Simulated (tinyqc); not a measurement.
Off-state leakage of single and stacked transistors: one step of the calculation.

n-channel devices of unit width. Subthreshold current I(Vg, Vs, Vd) = I0 (T/300 K)^0.5 exp[(Vg - Vs - VT(T) - gb (Vs - Vb) + dd (Vd - Vs))/(nf Vt)] (1 - exp(-(Vd - Vs)/Vt)), VT(T) = VT - cT (T - 300 K). Gate-edge tunnelling Ig (Vd/1 V) exp(ag (Vd - 1 V)), for a gate at 0 V, and band-to-band leakage Ab u exp(-Bb/u), u = Vd - Vb + 1 V, flow at a drain held at V; both are taken as independent of T. In a stack of off transistors (all gates at 0 V) the same subthreshold current passes through each.

Problem. Leakage of one transistor. Vg = Vs = 0, Vd = V; effective threshold VT(T) - gb Vb - dd V.

Parameters, values chosen for the exercise; values of the order met in bulk silicon logic transistors:
- T = 330 K (temperature)
- V = 0.7 V (supply voltage)
- VT = 0.29 V (threshold at 300 K, zero drain and body bias)
- cT = 0.8 mV/K (fall of the threshold with temperature)
- I0 = 0.43 uA/um (current at threshold at 300 K)
- nf = 1.44 (slope factor)
- dd = 0.08 (drain-induced lowering per volt)
- gb = 0.12 (rise of the threshold per volt of source-body bias)
- Ig = 2e-5 uA/um (gate-edge tunnelling current at 1 V)
- ag = 5.7 1/V (exponential slope of the gate current)
- Ab = 300 uA/(um V) (prefactor of band-to-band leakage at the drain)
- Bb = 20 V (its exponential voltage)
- Vb = -0.6 V (body voltage)

Constants: q = 1.602176634e-19 C, kB = 1.380649e-23 J/K, Vt = kB T/q. Results are converted to the units shown.

Find: effective threshold; parts; total; shares.

Solution.

effective threshold = 0.28200 V
parts (nA/um): subthreshold 0.46067, gate edge 0.0025321, band-to-band 115.45
total = 115.91 nA/um
shares (%): subthreshold 0.39744, gate edge 0.0021846, band-to-band 99.600

The band-to-band part is the largest.

Numbers from tinyqc (`OMP_NUM_THREADS=1 python tinyqc.py 2242071 2242072 out.jsonl`; about 0.03 s on one thread of a shared Intel Xeon 2.30GHz).
